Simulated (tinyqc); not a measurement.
## Weak link from the transmission

Question. An infinite chain has hopping -t with t = 1 eV and site energy 0; E = -2 t cos(k) with E = 1.59 eV. One bond has the hopping -y t with 0 < y < 1, so T(E) = 4 y^2 sin^2 k/[(1 - y^2)^2 + 4 y^2 sin^2 k]. Find y and the hopping y t.

T(E) = 0.61628932

Solution. With b = |sin k| sqrt(1/T(E) - 1), (1 - y^2)/(2 y) = b, whose root below 1 is sqrt(b^2 + 1) - b.

y = 0.630
y t = 0.630 eV

Computed by the program tinyqc: `OMP_NUM_THREADS=1 python tinyqc.py 2660029 2660030 out.jsonl`, one thread of a shared Intel Xeon 2.30GHz, about 0.01 s for the whole run.
